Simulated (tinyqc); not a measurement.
Length of a polyene: Hueckel, PPP and singles CI along the polyenes. Computed by the program tinyqc. Hueckel uses the same beta without repulsion; CIS keeps all single excitations and so misses the low, doubly excited 2Ag state. W is the valence ionisation energy of a centre, MN the Mataga-Nishimoto formula, f the oscillator strength.

All-trans chains of carbon centres 1.40 angstrom apart:
```
parameter                               value
beta (eV), times 1 +/- alternation  -2.680000
alternation                          0.180000
W (eV)                              11.160000
gamma_rr (eV)                       11.150000
repulsion formula                        Ohno
```

Gaps and excitations (eV):
```
centres  Hueckel gap  PPP orbital gap  bright singlet (CIS)       f  lowest triplet (CIS)
2             6.3248          13.8850                8.1197  0.6962                4.5299
4             4.4981          11.4072                6.5147  1.1997                3.5914
6             3.6631          10.2045                5.6429  1.6304                3.1516
8             3.1964           9.5212                5.1192  2.0239                2.9242
10            2.9032           9.0941                4.7811  2.3975                2.7946
```

What does the comparison show, and why?

The Hueckel gap tends to 4 x alternation x |beta| = 1.93 eV for long chains. Exchange opens the PPP orbital gap, and the attraction of electron and hole brings the bright state 4.31 eV below it at 10 centres; the triplet lies 1.99 eV lower still.
